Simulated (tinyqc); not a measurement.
# Hot electrons in a saturated n-channel MOSFET, lucky-electron model: effects of single changes

Beyond pinch-off the lateral field grows as Esat cosh(y/l) over the velocity-saturated region (pseudo-two-dimensional model). Impact ionisation in this region gives the substrate current, which biases the body forward through Rsub. Currents are per width. Local-field laws: they overstate ionisation when the field peak is narrower than an energy relaxation length.

Parameters, values chosen for the exercise; values close to those of silicon n-channel devices:
```
symbol,value,unit,meaning
L,0.25,um,channel length
tox,5.6,nm,oxide thickness
xj,71,nm,junction depth
VT,0.41,V,threshold
mu,270,cm^2/(V s),effective mobility
vs,7.5e6,cm/s,saturation velocity
Ai,2e6,1/cm,ionisation prefactor
Bi,1.7,MV/cm,ionisation field
Rd,200,ohm um,resistance of the lightly doped drain
Rsub,5200,ohm um,substrate resistance
kb,0.28,,fall of VT per volt of forward body bias
m,3.3,,lifetime exponent
Hl,1600,s uA/um,lifetime constant
Vd,2.3,V,drain voltage
Vg,1.6,V,gate voltage
```

Constants: eps0 = 8.8541878128e-14 F/cm where lengths are in cm. Results are converted to the units shown.

Each table varies one quantity; the others keep the values above.

## Effect of the junction depth

Cox = 3.9 eps0/tox, l = sqrt(3 tox xj), Esat = 2 vs/mu. Overdrive g = Vg - VT + kb Vb; Vdsat = g Esat L/(g + Esat L); Id = Cox vs (g - Vdsat); dV = Vd - Id Rd - Vdsat; Em = sqrt((dV/l)^2 + Esat^2); Isub = Id (Ai/Bi) l Em exp(-Bi/Em). Vb = Rsub Isub is solved self-consistently. Lifetime tau = (Hl/Id)(Isub/Id)^(-m); 1 year = 3.15576e7 s.

Effect of the junction depth:
```
xj (nm)  Id (uA/um)  Em (MV/cm)  Isub (uA/um)    Isub/Id  tau (years)
28           278.59     0.73174        50.954    0.18290    4.9516e-5
39           269.99     0.62416        33.307    0.12336    1.8739e-4
52           264.45     0.54320        21.846   0.082611    7.1855e-4
71           260.17     0.46706        12.965   0.049833    0.0038723
96           257.42     0.40339        7.2531   0.028176     0.025691
130          255.73     0.34820        3.7108   0.014511      0.23102
180          254.72     0.29755        1.6190  0.0063558       3.5357
```

As xj goes from 28 to 180 nm, Em falls from 0.732 to 0.298 MV/cm, Isub falls from 51.0 to 1.62 uA/um and tau rises from 4.95e-5 to 3.54 years. From the first row to the last, log10(tau) changes by 4.9: 4.8 from (Isub/Id)^(-m), which holds Em and l, and 0.039 from 1/Id. For xj = 28 to 39 nm Isub/Id passes 0.1, where multiplication of the secondary carriers, left out here, counts.

## Effect of the oxide thickness

Same model as above.

Effect of the oxide thickness:
```
tox (nm)  Id (uA/um)  Em (MV/cm)  Isub (uA/um)  Isub/Id  tau (years)
3.1            506.0      0.6002         54.06   0.1068     1.607e-4
3.9            386.8      0.5470         32.07  0.08291     4.854e-4
4.8            307.1      0.5002         19.32  0.06290     0.001521
5.9            246.2      0.4562         11.28  0.04581     0.005404
7.3            197.1      0.4138         6.221  0.03157      0.02306
9              159.0      0.3755         3.324  0.02090       0.1114
11             129.7      0.3418         1.746  0.01346       0.5832
```

As tox goes from 3.1 to 11 nm, Em falls from 0.600 to 0.342 MV/cm, Isub falls from 54.1 to 1.75 uA/um and tau rises from 1.61e-4 to 0.583 years. From the first row to the last, log10(tau) changes by 3.6: 3.0 from (Isub/Id)^(-m), which holds Em and l, and 0.59 from 1/Id. At tox = 3.1 nm Isub/Id passes 0.1, where multiplication of the secondary carriers, left out here, counts.

## Effect of the resistance of the lightly doped drain

Same model as above.

Results:
```
Rd (ohm um)  Id (uA/um)  Em (MV/cm)  Isub (uA/um)  Isub/Id  tau (years)
0                 261.1      0.4818         15.00  0.05745     0.002413
150               260.4      0.4707         13.46  0.05167     0.003433
300               259.7      0.4597         12.02  0.04629     0.004949
500               258.9      0.4451         10.28  0.03970     0.008240
800               257.8      0.4234         7.997  0.03102      0.01867
1600              255.7      0.3657         3.640  0.01423       0.2462
```

Estimate the missing row, Rd = 1200 ohm um.

Computed row:
```
Rd (ohm um)  Id (uA/um)  Em (MV/cm)  Isub (uA/um)  Isub/Id  tau (years)
1200              256.6      0.3945         5.529  0.02155      0.06247
```

With this row back in the table: As Rd goes from 0 to 1600 ohm um, Em falls from 0.482 to 0.366 MV/cm, Isub falls from 15.0 to 3.64 uA/um and tau rises from 0.00241 to 0.246 years. From the first row to the last, log10(tau) changes by 2.0: 2.0 from (Isub/Id)^(-m), which holds Em and l, and 0.0092 from 1/Id. The price is 0.409 V dropped over Rd in the last row.

Computed by the program tinyqc: `OMP_NUM_THREADS=1 python tinyqc.py 2550028 2550029 out.jsonl`, one thread of a shared Intel Xeon 2.30GHz, about 0.01 s for the whole run.
